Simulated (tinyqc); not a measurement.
From results back to parameters: six-band k.p model of the valence band of a wurtzite crystal. Two cases, with inputs chosen for the exercise.

Problem. In the quasi-cubic model the splittings of an unstrained wurtzite crystal obey (E1 - E2) + (E1 - E3) = Dcr + Dso and (E1 - E2)(E1 - E3) = (2/3) Dcr Dso. The two splittings are given, and it is known that Dcr > Dso.

Case 1.

E1 - E2, E1 - E3 (meV): 4.5253  58.5747

Case 2.

E1 - E2, E1 - E3 (meV): 4.3783  70.8217

Find: sum; product; Dcr; Dso.

Solution. Dcr and Dso are the roots of t^2 - S t + (3/2) P = 0; the energies alone cannot tell which is which, since the formulas are symmetric in the two.

Case 1.

sum = 63.10 meV
product = 265.1 meV^2
Dcr = 56.0 meV
Dso = 7.1 meV

Case 2.

sum = 75.20 meV
product = 310.1 meV^2
Dcr = 68.4 meV
Dso = 6.8 meV

Computed by tinyqc, one run a case: `OMP_NUM_THREADS=1 python tinyqc.py N N+1 out.jsonl` with N = 1051015, 1051035; one thread of a shared Intel(R) Xeon(R) Processor @ 2.30GHz, about 0.01 s a run at most.
